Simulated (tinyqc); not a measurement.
Worked calculation: conductance of a narrow metal strip with scatterers (square lattice, Green functions). Values are carried at full precision from step to step, so a last printed digit may differ when a step is redone from the rounded ones.

A strip of W sites across with hard walls, site energy 0 and hopping -t. Mode n = 1 to W has profile chi_n(j) = sqrt(2/(W + 1)) sin(n j pi/(W + 1)) and energy en = -2t cos(n pi/(W + 1)); E = en - 2t cos(kn a). With z_n = exp(i kn a) (Im k > 0 for closed modes, |z| < 1) each lead gives the self-energy -t z_n in mode n. One column carries the site energies v, here a uniform barrier across the strip, as of a grain boundary. In the mode basis V_nm = sum_j chi_n(j) v_j chi_m(j), G = (E - en + 2 t z_n - V)^-1, and t_nm = 2t sqrt(sin(kn a) sin(km a)) G_nm in size for open modes. T = sum |t_nm|^2, conductance (2e^2/h) T.

Constants: e^2/h = 3.874045865e-05 S.

Inputs chosen for the exercise (hopping and spacing of the size met in Cu or Al; the lattice is a model; shifted at random, so the results belong to these values and not to a real crystal): t = 1.38 eV (hopping); a = 2.83 angstrom (spacing); W = 5 (sites across); E = -3.15 eV (Fermi energy); v = (2.5, 2.5, 2.5, 2.5, 2.5) eV (site energies in the scattering column).

## Modes at the Fermi energy

For each n: en, cos(kn a) = (en - E)/(2t), z_n and the velocity 2 t a sin(kn a) (zero if closed).

Modes:
```
n  en (eV)  cos(k a)                 z  dE/dk (eV angstrom)
1  -2.3902   0.27528  0.27528+0.96136i               7.5090
2  -1.3800   0.64130  0.64130+0.76729i               5.9931
3   0.0000   1.14130           0.59124               0.0000
4   1.3800   1.64130           0.33981               0.0000
5   2.3902   2.00733           0.26682               0.0000
```

2 of 5 modes are open, so the clean strip has a resistance of 6453 ohm, whatever its length.

## The scatterer in the mode basis

Form V_nm.

V (eV):
```
        n=1     n=2     n=3     n=4     n=5
n=1  2.5000       0       0       0       0
n=2       0  2.5000       0       0       0
n=3       0       0  2.5000       0       0
n=4       0       0       0  2.5000       0
n=5       0       0       0       0  2.5000
```

A uniform column does not mix the modes.

## Green function and transmission

E - en + 2 t z_n = 2t (z_n - cos(kn a)). Invert, form |t_nm|^2 = (2t)^2 Im(z_n) Im(z_m) |G_nm|^2 and sum. The added resistance is 1/(2 (e^2/h) T) less the same for the clean strip.

G (1/eV):
```
                 n=1              n=2      n=3      n=4      n=5
n=1  -0.1881-0.1996i           0.0000   0.0000   0.0000   0.0000
n=2           0.0000  -0.2329-0.1973i   0.0000   0.0000   0.0000
n=3           0.0000           0.0000  -0.2489   0.0000   0.0000
n=4           0.0000           0.0000   0.0000  -0.1641   0.0000
n=5           0.0000           0.0000   0.0000   0.0000  -0.1369
```

|t_nm|^2:
```
        n=1     n=2  n=3  n=4  n=5
n=1  0.5297       0    0    0    0
n=2       0  0.4178    0    0    0
n=3       0       0    0    0    0
n=4       0       0    0    0    0
n=5       0       0    0    0    0
```

T = 0.9475
added resistance = 7168 ohm

Mode 2 passes least (0.418) and mode 1 most (0.530); 0.0 % of the transmitted flux changes mode.

## Checks

- Transmitted plus reflected flux against the number of open modes: both 2.00000.

Program tinyqc; command `OMP_NUM_THREADS=1 python tinyqc.py 1481412 1481413 out.jsonl`; about 0.01 s on one thread of a shared Intel(R) Xeon(R) Processor @ 2.30GHz.
